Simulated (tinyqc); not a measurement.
A six-terminal Hall bar with edge channels and a constriction, Landauer-Buettiker equations: one step of the calculation.

Contacts 1 (source) and 4 (drain) end the bar; 2 and 3 lie on the upper edge, 6 and 5 on the lower edge, with a constriction between 2 and 3 (and between 6 and 5). Carriers run 1 to 2 to 3 to 4 to 5 to 6 to 1 in M channels. The constriction passes Tc from 2 to 3 and from 5 to 6, and turns M - Tc from 2 to 6 and from 5 to 3. Signs are those of positive carriers; V4 = 0.

Problem. Voltages. I_i = (q^2/h) [M V_i - sum_j T_ij V_j], with I_1 = I, V_4 = 0 and no current at 2, 3, 5, 6.

Inputs (values chosen for the exercise): edge channels, spin counted singly M = 3; current from contact 1 to contact 4 I = 100 nA.

Constants: q = 1.602176634e-19 C, h = 6.62607015e-34 J s. Results are converted to the units shown.

T_ij:

|  | 1 | 2 | 3 | 4 | 5 | 6 |
|---|---|---|---|---|---|---|
| 1 | 0 | 0 | 0 | 0 | 0 | 3 |
| 2 | 3 | 0 | 0 | 0 | 0 | 0 |
| 3 | 0 | 2 | 0 | 0 | 1 | 0 |
| 4 | 0 | 0 | 3 | 0 | 0 | 0 |
| 5 | 0 | 0 | 0 | 3 | 0 | 0 |
| 6 | 0 | 1 | 0 | 0 | 2 | 0 |

Give: V.

Solution.

| contact | V (1e3 uV) |
|---|---|
| 1 | 1.291 |
| 2 | 1.291 |
| 3 | 0.860 |
| 4 | 0.000 |
| 5 | 0.000 |
| 6 | 0.430 |

tinyqc, about 0.01 s, one thread, Intel Xeon 2.30GHz (shared host): `OMP_NUM_THREADS=1 python tinyqc.py 2700017 2700018 out.jsonl`
